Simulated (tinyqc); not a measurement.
Binary melting diagram from solution models of liquid and solid: one step, computed by the program tinyqc. Command: `OMP_NUM_THREADS=1 python tinyqc.py 3023622 3023623 out.jsonl melt walk`. One thread of a shared host (Intel(R) Xeon(R) Processor @ 2.30GHz), about 0.01 s of CPU time with the checks.

x is the fraction of B. In a phase with interaction L: mu_A = G_A + R T ln(1 - x) + L x^2, mu_B = G_B + R T ln x + L (1 - x)^2. Melting: G(liquid) - G(solid) = H (1 - T/T_m) for each pure component.

Problem. Temperature and melting free energies. T = T_A + u (T_B - T_A). The ideal solution has k_A = exp(dG_A/(R T)) = (1 - xs)/(1 - xl) and k_B = exp(dG_B/(R T)) = xs/xl, so xl = (1 - k_A)/(k_B - k_A).

Inputs (values chosen for the exercise, for a model alloy):

| quantity | value | unit |
|---|---|---|
| melting point T_A | 1850 | K |
| melting point T_B | 1025 | K |
| heat of melting H_A | 47.4 | kJ/mol |
| heat of melting H_B | 27.6 | kJ/mol |
| position of T, (T - T_A)/(T_B - T_A) | 0.82 | - |

Diagram: complete solid solution (lens).

Constants: R = 8.314462618 J/(mol K).

Give: T; dG_A; dG_B; ideal liquidus xl; ideal solidus xs.

Solution.

T = 1173.5 K

dG_A = 17.333 kJ/mol

dG_B = -3.9986 kJ/mol

ideal liquidus xl = 0.93590

ideal solidus xs = 0.62122
